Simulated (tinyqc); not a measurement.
Conductance of a narrow metal strip with scatterers (square lattice, Green functions): one step. Modes at the Fermi energy. Two cases, with inputs chosen for the exercise.

Problem. For each n: en, cos(kn a) = (en - E)/(2t), z_n and the velocity 2 t a sin(kn a) (zero if closed).

A strip of W sites across with hard walls, site energy 0 and hopping -t. Mode n = 1 to W has profile chi_n(j) = sqrt(2/(W + 1)) sin(n j pi/(W + 1)) and energy en = -2t cos(n pi/(W + 1)); E = en - 2t cos(kn a). With z_n = exp(i kn a) (Im k > 0 for closed modes, |z| < 1) each lead gives the self-energy -t z_n in mode n. One column carries the site energies v, here a notch at the edge (a site raised out of reach). In the mode basis V_nm = sum_j chi_n(j) v_j chi_m(j), G = (E - en + 2 t z_n - V)^-1, and t_nm = 2t sqrt(sin(kn a) sin(km a)) G_nm in size for open modes. T = sum |t_nm|^2, conductance (2e^2/h) T.

Constants: e^2/h = 3.874045865e-05 S.

Case 1.

Values chosen (hopping and spacing of the size met in Cu or Al; the lattice is a model; the results hold for these values, not for the real material): t = 1.78 eV (hopping); a = 2.59 angstrom (spacing); W = 3 (sites across); E = 1.58 eV (Fermi energy).

Case 2.

Values chosen (hopping and spacing of the size met in Cu or Al; the lattice is a model; the results hold for these values, not for the real material): t = 1.18 eV (hopping); a = 2.71 angstrom (spacing); W = 4 (sites across); E = 1.33 eV (Fermi energy).

Give: Modes.

Solution.

Case 1.

Modes:

| n | en (eV) | cos(k a) | z | dE/dk (eV angstrom) |
|---|---|---|---|---|
| 1 | -2.5173 | -1.15093 | -0.58116 | 0.0000 |
| 2 | 0.0000 | -0.44382 | -0.44382+0.89612i | 8.2625 |
| 3 | 2.5173 | 0.26329 | 0.26329+0.96472i | 8.8951 |

2 of 3 modes are open, so the clean strip has a resistance of 6453 ohm, whatever its length.

Case 2.

Modes:

| n | en (eV) | cos(k a) | z | dE/dk (eV angstrom) |
|---|---|---|---|---|
| 1 | -1.9093 | -1.37258 | -0.43238 | 0.0000 |
| 2 | -0.7293 | -0.87258 | -0.87258+0.48848i | 3.1241 |
| 3 | 0.7293 | -0.25454 | -0.25454+0.96706i | 6.1849 |
| 4 | 1.9093 | 0.24546 | 0.24546+0.96941i | 6.1999 |

3 of 4 modes are open, so the clean strip has a resistance of 4302 ohm, whatever its length.

Computed by tinyqc, one run a case: `OMP_NUM_THREADS=1 python tinyqc.py N N+1 out.jsonl` with N = 1480657, 1481329; one thread of a shared Intel(R) Xeon(R) Processor @ 2.30GHz, about 0.01 s a run at most.
